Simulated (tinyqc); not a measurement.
From results back to parameters: finite square well with mass mismatch (envelope functions). Two cases, with inputs chosen for the exercise.

Problem. The lowest level of this well was computed from a hidden depth V0.

A square well of width L and depth V0, mass mw inside and mb outside, energies from the bottom of the well, c = hbar^2/2m0. k = sqrt(mw E/c), kappa = sqrt(mb (V0 - E)/c). psi and psi'/m are continuous at the walls (BenDaniel-Duke), so level n solves k L + 2 atan[(k/mw)/(kappa/mb)] = n pi.

Constants: hbar^2/2m0 = 3.80998211 eV angstrom^2.

Case 1.

Values chosen (out of a larger set: near those of a GaAs well in AlGaAs; not measured data): L = 50 angstrom (well width); mw = 0.0686 m0 (mass in the well); mb = 0.0853 m0 (mass in the barrier).

E1 = 0.066081 eV

Case 2.

Values chosen (out of a larger set: near those of a non-polar GaN well in AlN; not measured data): L = 54 angstrom (well width); mw = 0.197 m0 (mass in the well); mb = 0.327 m0 (mass in the barrier).

E1 = 0.049270 eV

Find: k; kappa; V0.

Solution. For n = 1 the condition reads kappa = (mb/mw) k tan(kL/2); then V0 = E1 + c kappa^2/mb.

Case 1.

k = 0.03449 1/angstrom
kappa = 0.0501 1/angstrom
V0 = 0.178 eV

Case 2.

k = 0.05047 1/angstrom
kappa = 0.3969 1/angstrom
V0 = 1.885 eV

Computed by tinyqc, one run a case: `OMP_NUM_THREADS=1 python tinyqc.py N N+1 out.jsonl` with N = 1281701, 1281761; one thread of a shared Intel(R) Xeon(R) Processor @ 2.30GHz, about 0.01 s a run at most.
